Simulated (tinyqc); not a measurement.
The product rho l across metals: free and nearly free electrons in a metal.

Constants: hbar^2/2m0 = 3.80998211 eV angstrom^2; hbar = 6.58211957e-16 eV s.

Free electrons with m = 1; fcc cells hold 4 atoms and bcc cells 2; n = atoms z/a^3, kF = (3 pi^2 n)^(1/3), rho l = hbar kF/(n e^2), e = 1.602176634e-19 C. Inputs are chosen for the exercise.

Results:
```
case     lattice  a (angstrom)  z  rho (micro-ohm cm)  kF (1/angstrom)  EF (eV)  l (nm)  rho l (1e-16 ohm m^2)
near K       bcc         5.215  1                7.17            0.747     2.13    30.4                  21.77
near Ag      fcc         4.044  1                1.63            1.214     5.62    50.6                   8.25
near Au      fcc         4.107  1                2.34            1.196     5.45    36.4                   8.51
near Al      fcc         4.031  3                2.73            1.757    11.76    14.4                   3.94
near Na      bcc         4.228  1                4.81            0.922     3.24    29.8                  14.31
near Cu      fcc         3.612  1                1.52            1.360     7.04    43.3                   6.58
```

rho l falls as n^(-2/3): it is lowest for the case near Al and highest for near K. The lowest bulk rho belongs to near Cu; in very narrow wires, where rho l rules, the order changes. Real Fermi surfaces depart from spheres, most for the polyvalent and noble metals.

Run: tinyqc, `OMP_NUM_THREADS=1 python tinyqc.py 1652397 1652398 out.jsonl`; Intel(R) Xeon(R) Processor @ 2.30GHz, one thread, shared host; about 0.01 s of CPU time with all checks.
